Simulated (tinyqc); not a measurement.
Joule-heated wire on a substrate, fin equation: two steps of the calculation.

A wire of length L loses heat along itself to two contacts and sideways to the substrate: kap A theta'' - g theta + p = 0 with theta = T - T0 and p(x) = p0 exp(-((x/L - x0)/sg)^2/2). The ends are held at T0. Constant conductivity, diffusive heat flow.

Values chosen for this exercise: conductivity along the wire kap = 80 W/(m K); cross-section A = 380 nm^2; conductance per length to the substrate g = 2.8 W/(m K); length between the contacts L = 530 nm; thermal resistance of each contact Rc = 0 K/uW; peak heating per length p0 = 0.37 uW/nm; place of the hot spot as a share of L x0 = 0.68; width of the hot spot as a share of L sg = 0.07.

Task 1. Healing length. LH = sqrt(kap A/g); far from the contacts uniform heating p0 would give theta = p0/g.

Give: LH; L/LH; p0/g.

Result 1.

LH = 104.2 nm
L/LH = 5.086
p0/g = 132.1 K

Task 2. The tridiagonal system. Nodes x_i = i h, h = L/8; box widths w_i = h (h/2 at the ends); c = kap A/h; equation of node i: -c theta_(i-1) + d_i theta_i - c theta_(i+1) = b_i with d_i = 2 c + g w_i, b_i = p(x_i) w_i; theta = 0 at the end nodes.

Find: c; d; b.

Result 2.

c = 0.4589 uW/K

```
node  d (uW/K)     b (uW)
1        1.103  5.483e-13
2        1.103   1.568e-7
3        1.103   0.001849
4        1.103     0.8986
5        1.103      18.00
6        1.103      14.87
7        1.103     0.5062
```

tinyqc, about 0.01 s, one thread, Intel Xeon 2.30GHz (shared host): `OMP_NUM_THREADS=1 python tinyqc.py 2520002 2520003 out.jsonl`
